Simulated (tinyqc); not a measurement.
Speciation in dilute and buffered hydrofluoric acid, oxide etch rate and bath loading: one step, computed by the program tinyqc.

Concentrations stand for activities, NH4+ and Cl- are spectators, and water ionisation is neglected. H, F and HF2 denote the ions H+, F- and HF2-. The base temperature is 298 K.

Task: Etch rate. Rate = k_a ([HF] + 2 [H2F2]) + k_b [HF2], an empirical two-term form. Time = oxide/rate; a temperature error changes the rate by exp((E_a/k_B)(1/298 - 1/(298 + error))) - 1.

Inputs (values chosen for the exercise, of the order of those for thermal oxide at room temperature):
```
quantity                         value            unit
rate constant of neutral HF k_a     14  nm L/(min mol)
rate constant of HF2 k_b            55  nm L/(min mol)
activation energy                 0.39              eV
temperature error                    2               K
oxide removed per wafer            110              nm
```

[HF] = 0.08336232 mol/L

[H2F2] = 0.01758167 mol/L

[HF2] = 3.073941e-04 mol/L

Constants: k_B = 8.617333262e-05 eV/K.

Give: etch rate; share of HF2 in the rate; etch time; rate change from the temperature error.

Result:

etch rate = 1.6763 nm/min

share of HF2 in the rate = 1.0086 %

etch time = 3937.3 s

rate change from the temperature error = 10.655 %
